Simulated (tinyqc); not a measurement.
Inside a calculation. Model: a barrier in a uniform field, exact transmission by Airy functions.

tinyqc, about 0.01 s, one thread, Intel Xeon 2.30GHz (shared host): `OMP_NUM_THREADS=1 python tinyqc.py 2580108 2580109 out.jsonl` Printed values are rounded.

The left lead has its band edge at 0, the barrier edge falls as U(x) = U0 - F x with F = V/d for 0 < x < d, and the right lead has its edge at -V. No transverse momentum; C = hbar^2/(2 m0); psi and psi'/m are continuous. M carries (psi, psi'/m) across the barrier.

Values chosen for this exercise; masses and offsets close to those of GaN wells and AlGaN barriers; the mass of the right lead is set freely: mass in the left lead mL = 0.2 m0; barrier edge at x = 0 U0 = 0.61 eV; mass in the barrier m1 = 0.26 m0; electron energy E = 0.18 eV; barrier width d = 2.9 nm; voltage across the barrier V = 0.34 V; mass in the right lead mR = 0.24 m0.

Constants: q = 1.602176634e-19 C, hbar = 1.054571817e-34 J s, m0 = 9.1093837015e-31 kg, hbar^2/(2 m0) = 0.0380998212 eV nm^2. Results are converted to the units shown.

Range of the model: Masses are held fixed, although real bands cease to be parabolic a few tenths of an eV from their edges.

## Scaled variables

Energy scale e = (C F^2/m1)^(1/3), z(x) = (U(x) - E)/e, s = (dz/dx)/m1 = -F/(e m1); v = k/m in a lead. vL = sqrt(mL E/C)/mL, vR = sqrt(mR (E + V)/C)/mR.

F = 0.1172414 V/nm
e = 0.1262904 eV
z1 = 3.404850
z2 = 0.7126430
s = -3.570566 1/nm
vL = 4.860263 1/nm
vR = 7.541098 1/nm

Both z are positive: the whole barrier is forbidden.

## Airy functions at the edges

Ai and Bi solve y'' = z y, with Wronskian Ai Bi' - Ai' Bi = 1/pi.

Airy functions:
```
             Ai           Ai'         Bi        Bi'
z1  0.003103430  -0.005935769   27.91698   49.17178
z2    0.1866463    -0.1981732  0.9816573  0.6631350
```

## Transfer matrix

With a = Ai, a' = Ai', b = Bi, b' = Bi' at z1 (left edge) and z2 (right edge): M11 = pi (a2 b1' - b2 a1'), M12 = (pi/s)(b2 a1 - a2 b1), M21 = pi s (a2' b1' - b2' a1'), M22 = pi (b2' a1 - a2' b1).

M (M12 in nm, M21 in 1/nm):
```
          1         2
1  28.85099  4.581909
2  109.2628  17.38701
```

## Transmission, exact and WKB

With M acting on (psi, psi'/m) and v = k/m in each lead, T(E) = 4 vL vR/[(vL vR M12 - M21)^2 + (vR M11 + vL M22)^2]. WKB: exp(-S), S = (4/(3 F)) sqrt(m1/C) [max(U0 - E, 0)^1.5 - max(U0 - F d - E, 0)^1.5].

T(E) = 0.001548269
S = 7.574812
exp(-S) = 5.132169e-4
ratio T(E)/exp(-S) = 3.016792

The exact value is 3.02 times the WKB one.
